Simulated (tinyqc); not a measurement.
Hydrogen passivation and dissociation of interface defects with a spread of activation energies: one step, computed by the program tinyqc.

Active defects P react as P + H2 -> HP + H and HP -> P + H; released atomic hydrogen is removed. All defects start active. Activation energies are normally distributed, independently for the two reactions.

Task: A five-point average. a = k_f0 [H2] exp(-E_f/k_B T), b = k_d0 exp(-E_d/k_B T); the active share of one kind of site is b/(a + b) + (a/(a + b)) exp(-(a + b) t). Gauss-Hermite nodes for a unit normal variable, z = 0, +/-1.355626, +/-2.856970 with weights 0.533333, 0.222076, 0.011257; E_f + s_f z is varied at the mean E_d.

Inputs (values chosen for the exercise, for a model interface):
```
quantity                        value    unit
mean passivation energy E_f       1.6      eV
spread s_f                      0.064      eV
prefactor k_f0                2.5e-08  cm^3/s
mean dissociation energy E_d     2.77      eV
prefactor k_d0                2.5e+13     1/s
dissolved hydrogen [H2]       2.9e+17   cm^-3
anneal temperature T              990       K
anneal time t                     100       s
```

Ambient: hydrogen.

Constants: k_B = 8.617333262e-05 eV/K.

Give: Nodes; active share, five points.

Result:

Nodes:
```
z            weight  energy (eV)  rate (1/s)  active share
-2.856970  0.011257        1.417       442.6       0.00045
-1.355626  0.222076        1.513       143.5       0.00138
0.000000   0.533333        1.600        51.9       0.00380
1.355626   0.222076        1.687        18.8       0.01044
2.856970   0.011257        1.783         6.1       0.03151
```

active share, five points = 0.005011
